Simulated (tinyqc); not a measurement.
# Pelgrom slope, floor and doping from two device sizes

Problem. s^2 = A^2/(L W) + s0^2, with s0 independent of size and A = (q/Cox) sqrt(Na Wd/3) from random dopants alone, Cox = 3.9 eps0/ti. Find A, s0 and Na.

Values chosen for this exercise:
- ti = 2 nm (oxide-equivalent thickness in inversion)

Constants: q = 1.602176634e-19 C, eps0 = 8.8541878128e-14 F/cm where lengths are in cm. Results are converted to the units shown.

s for gate areas 0.00096 and 0.0086 um^2 (mV): 24.6072432  8.39469214
Wd = 57.5527656 nm

Solution. s^2 is linear in 1/area: slope A^2, intercept s0^2.

A = 0.7604 mV um
s0 = 1.800 mV
Na = 3.500e17 cm^-3

Numbers from tinyqc (`OMP_NUM_THREADS=1 python tinyqc.py 2090037 2090038 out.jsonl`; about 0.01 s on one thread of a shared Intel Xeon 2.30GHz).
